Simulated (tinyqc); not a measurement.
# Programming of a floating-gate cell by Fowler-Nordheim tunnelling: effects of single changes

Per tunnel area the floating gate has Ctun = 3.9 eps0/tox to the channel (0 V) and Ccg to the control gate, Ct = Ctun/(1 - ag), no other coupling. With the threshold shift U = -Q/Ccg the field is F = ag (Vg - U)/tox, and dU/dt = J/Ccg. Fowler-Nordheim: J = A F^2 exp(-B/F), A = q^2/(16 pi^2 hbar mo phi) (times 1e14 for A/cm^2 with F in V/nm, emitter mass m0), B = (4/3) sqrt(mo/C) phi^1.5, C = hbar^2/(2 m0).

Inputs (values chosen for the exercise); oxide values close to those of silicon dioxide:
```
symbol,value,unit,meaning
phi,3.17,eV,tunnel barrier
mo,0.46,m0,tunnelling mass
tox,9.1,nm,tunnel oxide thickness
ag,0.69,,coupling ratio Ccg/Ct
Vt0,-1,V,threshold shift at the start
Vg,16.6,V,control-gate voltage
```

Constants: q = 1.602176634e-19 C, hbar = 1.054571817e-34 J s, m0 = 9.1093837015e-31 kg, eps0 = 8.8541878128e-14 F/cm where lengths are in cm, hbar^2/(2 m0) = 0.0380998212 eV nm^2. Results are converted to the units shown.

Each table varies one quantity; the others keep the values above.

## Effect of the gate voltage

After 4e-5 s. Exact: exp(B/F(t)) = exp(B/F(0)) + K t, K = A B ag/(Ccg tox), and U = Vg - tox F/ag.

Result of one run:
```
Vg (V)  F (V/nm)  J (A/cm^2)   U (V)
16.7      1.1346    0.013321  1.7369
```

What becomes of these results when the control-gate voltage Vg is changed from 16.7 to 17.4 V, all else the same?

Result of the changed run:
```
Vg (V)  F (V/nm)  J (A/cm^2)   U (V)
17.4      1.1353    0.013539  2.4272
```

The whole series:
```
Vg (V)  F (V/nm)  J (A/cm^2)     U (V)
13.6      1.0869   0.0044530  -0.73489
14.2      1.1099   0.0076336  -0.43742
14.9      1.1245    0.010649  0.069530
15.5      1.1304    0.012148   0.59181
16.1      1.1332    0.012929    1.1547
16.7      1.1346    0.013321    1.7369
17.4      1.1353    0.013539    2.4272
18        1.1356    0.013629    3.0232
18.6      1.1358    0.013678    3.6211
```

U rises from -0.735 to 3.62 V, by 0.50 V a volt between the first two rows and 0.996 between the last two: once K t exceeds exp(B/F(0)) the final field, 1.14 V/nm, no longer depends on Vg. In 7 of the 9 rows the starting field exceeds 12 MV/cm, where the oxide would wear out or break down quickly.

## Effect of the coupling ratio

Same model as above.

After 4e-5 s.

Effect of the coupling ratio:
```
ag    F(0) (V/nm)  F (V/nm)  J (A/cm^2)    U (V)
0.42       0.8123    0.8123    7.301e-7  -0.9999
0.47       0.9090    0.9088    2.792e-5  -0.9967
0.52        1.006     1.003    5.036e-4  -0.9490
0.57        1.102     1.079    0.003642  -0.6198
0.63        1.218     1.119    0.009506   0.4298
0.68        1.315     1.132     0.01270    1.446
0.73        1.412     1.142     0.01575    2.362
0.78        1.509     1.153     0.01985    3.149
```

What does the table show?

The starting field rises from 0.812 to 1.51 V/nm and U rises from -1.00 to 3.15 V. Between the last two rows 0.01 of coupling is worth 158 mV. In 4 of the 8 rows the starting field exceeds 12 MV/cm, where the oxide would wear out or break down quickly.

Range of the model: Programming fields of 10 MV/cm and more wear the oxide; trapping and the channel potential are ignored.

Computed by the program tinyqc: `OMP_NUM_THREADS=1 python tinyqc.py 2130037 2130038 out.jsonl`, one thread of a shared Intel Xeon 2.30GHz, about 0.01 s for the whole run.
